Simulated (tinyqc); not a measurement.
Changing the valence weight f_v of the site orbital: deep trap from a strong local potential in a two-band host (Koster-Slater model with semi-elliptic bands). Computed by tinyqc, a small Python program. Command: `OMP_NUM_THREADS=1 python tinyqc.py 3013078 3013079 out.jsonl deeptrap sweep`. One thread of a shared host (Intel(R) Xeon(R) Processor @ 2.30GHz), about 0.03 s of CPU time with the checks.

The valence band spans -2 W_v to 0 and the conduction band E_g to E_g + 2 W_c. The orbital at the impurity site has weight f_v in the valence band and 1 - f_v in the conduction band, each spread as a semi-ellipse (2/(pi W^2)) sqrt(W^2 - x^2) about the band centre. The impurity adds U to this orbital. Spin is left out.

Inputs (values chosen for the exercise, for a model semiconductor): gap E_g = 5.74 eV; half-width of the valence band W_v = 3.1 eV; half-width of the conduction band W_c = 5.1 eV; impurity potential U = 12.3 eV.

Impurity: repulsive, acceptor-like.

Method:
- In the gap G(E) = f_v (2/W_v^2)[x - sqrt(x^2 - W_v^2)] - (1 - f_v)(2/W_c^2)[y - sqrt(y^2 - W_c^2)], x = E + W_v, y = E_g + W_c - E.
- G falls across the gap from G(0) to G(E_g). A repulsive U binds if U > 1/G(0), an attractive one if U < 1/G(E_g); the vacancy level (U infinite) solves G(E) = 0 (bisection).
- The trap level solves G(E) = 1/U (bisection). With D = -dG/dE = D_v + D_c, D_v = f_v (2/W_v^2)[x/sqrt(x^2 - W_v^2) - 1] and D_c = (1 - f_v)(2/W_c^2)[y/sqrt(y^2 - W_c^2) - 1], the weight on the impurity orbital is 1/(U^2 D) and the conduction-band character is D_c/D.

One run for each value; columns: (1) valence weight f_v of the site orbital; (2) vacancy level (eV); (3) trap level E_t (eV); (4) repulsive threshold (eV); (5) attractive threshold (eV):
```
(1)     (2)    (3)    (4)     (5)
0.28  1.094  0.046  9.085   -4.01
0.33  1.633  0.204  6.792   -4.46
0.38  2.192  0.438  5.423   -5.03
0.43  2.758  0.725  4.514   -5.77
0.52  3.762  1.348  3.467   -7.84
0.57  4.296  1.745  3.071   -9.80
0.62  4.795  2.179  2.757  -13.06
0.67  5.238  2.650  2.501  -19.56
0.72  5.583  3.162  2.288  -38.93
```

Give the missing row, valence weight f_v of the site orbital = 0.48.

Computed row; columns: (1) valence weight f_v of the site orbital; (2) vacancy level (eV); (3) trap level E_t (eV); (4) repulsive threshold (eV); (5) attractive threshold (eV):
```
(1)     (2)    (3)    (4)    (5)
0.48  3.320  1.056  3.865  -6.76
```

Interpolating between the two neighbouring rows (linearly) misses most in attractive threshold (eV), by 2.3 %. Over the rows, vacancy level (eV) rises from 1.09 to 5.58 (exponent d ln y / d ln x 2.4 between the first rows and 0.89 between the last); trap level E_t (eV) rises from 0.0456 to 3.16 (exponent d ln y / d ln x 9.1 between the first rows and 2.5 between the last); repulsive threshold (eV) falls from 9.08 to 2.29 (exponent d ln y / d ln x -1.8 between the first rows and -1.2 between the last). More valence weight in the site orbital pushes the zero of G, the vacancy level, up the gap.
